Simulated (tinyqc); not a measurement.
A periodic Ge profile (wiggle well): inter-valley coupling by envelope functions against a chain of atomic planes.

Chain: E(phi) = e0 + 2 v cos(phi) + 2 u cos(2 phi), cos(phi0) = -v/(4u), e0 = 2u + v^2/(4u); plane j = 0, 1, ... has the potential V_j = dE x_j + F (j - 30) a/4 (1 MV/m = 1e-4 V/angstrom). There are 30 barrier planes a side; with y = j - 29.5, x_j = xb (f(y) + f(Nw - y)), f(y) = 1/(1 + exp(y/L)), plus any Ge added in the well. The valley splitting is the spacing of the two lowest levels. Envelope theory: F_j solves a one-valley chain with hopping -b and diagonal 2b + V_j, b = 4u sin^2(phi0), sum F_j^2 = 1; the valleys couple by Dv = sum_j F_j^2 V_j exp(-2 i phi0 j) and split by 2|Dv|.

Values chosen for the exercise (near those of the Delta valleys of silicon in a SiGe well; shifted at random, so the results belong to these values and not to a real crystal):

| symbol | value | unit | meaning |
|---|---|---|---|
| a | 5.431 | angstrom | lattice constant; planes lie a/4 apart |
| u | 0.586 | eV | second-neighbour hopping |
| v | 0.577 | eV | nearest hopping |
| Nw | 58 |  | planes in the well |
| L | 1 | planes | interface width |
| xb | 0.3 |  | Ge fraction of the barriers |
| dE | 0.57 | eV | offset per unit Ge fraction |
| F | 8 | MV/m | field |
| xw | 0.012 |  | mean Ge fraction of the wiggle |

periods (planes): pi/phi0 1.72661, pi/(pi - phi0) 2.37625

Added fraction xw (1 - cos(2 pi (j - 30)/p)) on the well planes; p = f times the resonant period pi/(pi - phi0). At resonance the estimate is dE xw.

Against period:

| f | p (planes) | mean of the doublet (meV) | splitting, chain (micro-eV) | envelope |
|---|---|---|---|---|
| 0.90 | 2.1386 | 34.91 | 565 | 600 |
| 0.95 | 2.2574 | 34.78 | 3285 | 3392 |
| 0.98 | 2.3287 | 34.91 | 5973 | 6030 |
| 0.99 | 2.3525 | 34.97 | 6522 | 6523 |
| 1.00 | 2.3763 | 34.99 | 6725 | 6681 |
| 1.01 | 2.4000 | 34.97 | 6558 | 6496 |
| 1.02 | 2.4238 | 34.92 | 6078 | 6017 |
| 1.05 | 2.4951 | 34.78 | 3808 | 3733 |
| 1.10 | 2.6139 | 34.86 | 1130 | 1062 |
| 1.50 | 3.5644 | 34.99 | 32 | 30 |
| 3.00 | 7.1288 | 35.00 | 7 | 7 |

What does the comparison show, and why?

The splitting peaks at f = 1 with 6.72 meV, against the estimate dE xw = 6.84 meV, and is 0.89 and 0.90 of the value at f = 1 two per cent off to either side: the width of the resonance is set by the number of periods under the envelope. At f = 3 it is 7 micro-eV. The chain has one orbital a plane and knows only this resonance; longer periods that work through other bands are outside it.

tinyqc: `OMP_NUM_THREADS=1 python tinyqc.py 1482686 1482687 out.jsonl`; about 0.06 s, one thread, shared Intel(R) Xeon(R) Processor @ 2.30GHz.
